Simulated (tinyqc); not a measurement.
Inversion layer as a triangular well, valleys of the Si type: one step. Subband ladders. The numbers come from values chosen for the exercise (near those of Si).

Level j of a valley lies at E_j = a_j (c (e F)^2/m_z)^(1/3) above the band edge at the surface, with the Airy zeros a_j = 2.338107, 4.087949, 5.520560, 6.786708, 7.944134, 9.022651, 10.040174, 11.008524, 11.936016, 12.828777, and has <z> = 2 E_j/(3 e F).

Constants: hbar^2/2m0 = 3.80998211 eV angstrom^2.

Valleys (masses in m0):

| valleys g | cos^2(theta) | m_z | m_1 | m_2 | m_d |
|---|---|---|---|---|---|
| 2 | 1.000000 | 0.905000 | 0.192000 | 0.192000 | 0.192000 |
| 4 | 0.000000 | 0.192000 | 0.192000 | 0.905000 | 0.416845 |

e F = 0.0011347792 eV/angstrom

Question. The ten lowest levels of all groups of valleys together, j = 0, 1, ..., c = hbar^2/2m0; primes mark the groups with lighter m_z.

Give: Subbands.

Answer.

Subbands:

| label | valleys g | m_d (m0) | E (eV) | <z> (angstrom) |
|---|---|---|---|---|
| 0 | 2 | 0.1920 | 0.0411 | 24.13 |
| 0' | 4 | 0.4168 | 0.0689 | 40.46 |
| 1 | 2 | 0.1920 | 0.0718 | 42.19 |
| 2 | 2 | 0.1920 | 0.0970 | 56.97 |
| 3 | 2 | 0.1920 | 0.1192 | 70.04 |
| 1' | 4 | 0.4168 | 0.1204 | 70.74 |
| 4 | 2 | 0.1920 | 0.1396 | 81.99 |
| 5 | 2 | 0.1920 | 0.1585 | 93.12 |
| 2' | 4 | 0.4168 | 0.1626 | 95.53 |
| 6 | 2 | 0.1920 | 0.1764 | 103.62 |

The second subband is 0', 27.8 meV above the first.

(tinyqc, `OMP_NUM_THREADS=1 python tinyqc.py 1280664 1280665 out.jsonl`, Intel(R) Xeon(R) Processor @ 2.30GHz, 1 thread, shared host, about 0.04 s.)
